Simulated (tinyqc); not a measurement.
Strain-driven roughening and islands of a mismatched epitaxial film. From one set of inputs to another, one input at a time. Computed by tinyqc, a small Python program. Command: `OMP_NUM_THREADS=1 python tinyqc.py 3001788 3001789 out.jsonl island ladder`. One thread of a shared host (Intel(R) Xeon(R) Processor @ 2.30GHz), about 0.01 s of CPU time with the checks.

Film and substrate share isotropic elastic constants; the film is coherent and biaxially strained.

The inputs printed are set A. Inputs not listed in the table keep their values of set A, so the rows need not describe a real material.

Inputs (values chosen for the exercise, modelled on InAs on InP):
```
quantity                                     value       unit
misfit |f|                                  0.0318          -
shear modulus G                               29.6        GPa
Poisson ratio nu                              0.29          -
surface energy gamma                         0.723      J/m^2
contact angle of the shallow shape theta_1    8.12    degrees
contact angle of the steep shape theta_2      25.8    degrees
facet energy of shape 1 over gamma          0.9966          -
facet energy of shape 2 over gamma           1.047          -
surface mobility D_s nu_s Omega^2/(k_B T)    9e-34  m^6/(J s)
```

Transport: surface diffusion.

Constants: e = 1.602176634e-19 C.

Method:
- M = 2 G (1 + nu)/(1 - nu); stress = M f; energy density w = M f^2.
- A ripple A cos(k x) has the surface chemical potential per volume [gamma k^2 - 2 (1 + nu) w k] A cos(k x), so k_c = 2 (1 + nu) w/gamma. With surface diffusion the amplitude grows at the rate q = B k^2 [2 (1 + nu) w k - gamma k^2], fastest at k_m = (3/4) k_c. B is the surface mobility.
- Shallow faceted island (Tersoff form): E = 4 Gam V^(2/3) tan^(1/3)(theta) - 6 c V tan(theta), Gam = gamma [x/sin(theta) - 1/tan(theta)], x the facet energy over gamma, c = stress^2 (1 - nu)/(2 pi G).
- The barrier is the maximum of E, at V_c = [4 Gam/(9 c)]^3 / tan^2(theta) (1 GPa nm = 1 J/m^2).

Each row keeps all changes above it:
```
input moved                                              from       to  fastest wavelength (nm)  growth time 1/q at k_m (s)  critical volume, shape 1 (nm^3)
set A                                                       -        -                   21.584                  6.4201e-01                             1.89
shear modulus G (GPa)                                    29.6     27.7                   23.064                  8.3712e-01                             2.30
misfit |f|                                             0.0318   0.0229                   44.476                  1.1575e+01                            16.52
contact angle of the shallow shape theta_1 (degrees)     8.12       12                   44.476                  1.1575e+01                            50.42
surface mobility D_s nu_s Omega^2/(k_B T) (m^6/(J s))   9e-34  2.5e-35                   44.476                  4.1670e+02                            50.42
facet energy of shape 2 over gamma                      1.047   0.9846                   44.476                  4.1670e+02                            50.42
contact angle of the steep shape theta_2 (degrees)       25.8     33.6                   44.476                  4.1670e+02                            50.42
surface energy gamma (J/m^2)                            0.723    0.919                   56.533                  8.5577e+02                           103.54
```

Which inputs carry the difference?

Fastest wavelength goes from 21.6 to 56.5, a factor 2.62 in all. The largest single move comes from misfit |f| (a factor 1.93). Growth time 1/q at k_m goes from 0.642 to 856, a factor 1330 in all. The largest single move comes from surface mobility D_s nu_s Omega^2/(k_B T) (a factor 36.0). Critical volume, shape 1 goes from 1.89 to 104, a factor 54.8 in all. The largest single move comes from misfit |f| (a factor 7.17). The single moves hold for this order of the switches; the total does not depend on the order.

Caution (rows set A, shear modulus G): a critical island of a few cubic nanometres holds a few hundred atoms at most, and edge energies, left out here, matter.

Extremes, crossings and ranges named in words are read from the listed rows.
